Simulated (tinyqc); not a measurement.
A ladder of methods, and size consistency: correlation methods against full CI in the sto-3g basis, for BeH2, spin multiplicity 1. Computed by the program tinyqc with PySCF. 

Geometry (angstrom):
```
atom       x        y       z
Be    0.0000   0.0000  0.0000
H     0.0000   1.3740  0.0000
H     0.0000  -1.3740  0.0000
```

RHF energy of one = -15.556025 hartree

All electrons correlated; +Q is the Davidson correction (1 - c0^2) E_corr. The last columns treat two copies 100 angstrom apart as one system. FCI is the lowest singlet.

Correlation energies (hartree):
```
method   E_corr of one  share of FCI (%)  E_corr of two at 100 angstrom  two minus twice one (mhartree)
MP2          -0.024323           65.7131                      -0.048645                          0.0000
CISD         -0.036158           97.6899                      -0.070388                          1.9286
CISD+Q       -0.037178          100.4458                      -0.074038                          0.3191
CCSD         -0.036578           98.8253                      -0.073157                          0.0000
CCSD(T)      -0.036808           99.4467                      -0.073617                          0.0000
FCI          -0.037013          100.0000                              -                               -
```

MP2 recovers 66 %, CISD 97.7 % and CCSD 98.8 % of the FCI value (c0^2 = 0.972 in CISD). MP2 and coupled cluster are size consistent, so their last column vanishes; CISD loses 1.93 mhartree, since a double excitation on each copy is a quadruple of the pair, and the Davidson correction leaves +0.32.
